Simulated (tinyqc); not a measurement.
Frequency dispersion of an accumulation capacitance by border traps, distributed model: one step of the calculation.

Traps spread evenly through the insulator exchange electrons with the semiconductor by tunnelling, with tau(x) = t0 exp(2 ka x) at depth x from the interface. The admittance per area Y seen at depth x obeys dY/dx = -Y^2/(i w eps0 eox) + q Nb ln(1 + i w tau)/tau, with Y(0) = i w Cs and w = 2 pi f; the gate sees Y(tox) = G + i w C. Working variable y = Y/(i w), in uF/cm^2. Cox = eps0 eox/tox.

Question. Midpoint steps through the active depth. In terms of y: dy/dx = -y^2/(eps0 eox) + s(x), s = q Nb ln(1 + z)/z, z = i w tau. 8 midpoint steps of h = xe/8: y_half = y + (h/2) y'(x, y), y(new) = y + h y'(x + h/2, y_half).

Inputs (values chosen for the exercise); permittivity close to that of aluminium oxide:
- eox = 8.66 (relative permittivity of the insulator)
- Cs = 1 uF/cm^2 (semiconductor capacitance in accumulation)
- Nb = 5.6e19 cm^-3 eV^-1 (density of border traps)
- ka = 5.6 1/nm (decay constant of the wave function in the insulator)
- t0 = 2e-10 s (time constant of a trap at the interface)
- f = 100 Hz (frequency)
- xe = 1.9 nm (depth down to which the steps are taken)

Constants: q = 1.602176634e-19 C, eps0 = 8.8541878128e-14 F/cm where lengths are in cm. Results are converted to the units shown.

Wanted: x; s; y.

Answer.

```
point   x (nm)  s (uF/(cm^2 nm))     y (uF/cm^2)
0            0  0.89722+0.00000i  1.0000+0.0000i
1      0.23750  0.89722+0.00000i  1.1762+0.0000i
2      0.47500  0.89722-0.00001i  1.3400+0.0000i
3      0.71250  0.89722-0.00016i  1.4908+0.0000i
4      0.95000  0.89721-0.00235i  1.6282-0.0002i
5       1.1875  0.89554-0.03357i  1.7524-0.0022i
6       1.4250  0.68620-0.32028i  1.8584-0.0306i
7       1.6625  0.08808-0.15984i  1.8182-0.0979i
8       1.9000  0.00641-0.02206i  1.7264-0.1006i
```

Numbers from tinyqc (`OMP_NUM_THREADS=1 python tinyqc.py 2202066 2202067 out.jsonl`; about 0.5 s on one thread of a shared Intel Xeon 2.30GHz).
